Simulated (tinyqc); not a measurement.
Valence-band offset from core levels (Kraut method), with the dipole against the affinity rule: one step of the calculation.

Binding energies are counted downwards from the Fermi level. dEv > 0 means that the valence edge of B lies below that of A, dEc > 0 that the conduction edge of B lies above that of A; dEc + dEv = EgB - EgA. The spectra are made-up values treated as data.

Task. Offsets. dEv = (iB - iA) - (cB - vB) + (cA - vA), dEc = EgB - EgA - dEv.

Inputs (values chosen for the exercise); gaps and affinities close to those of In0.53Ga0.47As (A) and tantalum oxide (B):
- EgA = 0.73 eV (gap of the substrate A)
- EgB = 4.43 eV (gap of the overlayer B)
- cA = 57.59 eV (core level of bare A)
- cB = 89.57 eV (core level of thick B)
- vB = 3.76 eV (valence-band maximum of thick B)
- iA = 57.59 eV (core level of A under a thin film of B)
- iB = 88.15 eV (core level of B in that thin film)

vA = 0.54819066 eV

Find: cA - vA; cB - vB; iB - iA; dEv; dEc.

Result.

cA - vA = 57.042 eV
cB - vB = 85.810 eV
iB - iA = 30.560 eV
dEv = 1.7918 eV
dEc = 1.9082 eV

The alignment is type I (straddling). Both offsets exceed 1 eV, the usual requirement for a gate dielectric. A rigid shift of all levels, by charging or doping, cancels in the differences.

Computed by the program tinyqc: `OMP_NUM_THREADS=1 python tinyqc.py 2410128 2410129 out.jsonl`, one thread of a shared Intel Xeon 2.30GHz, about 0.01 s for the whole run.
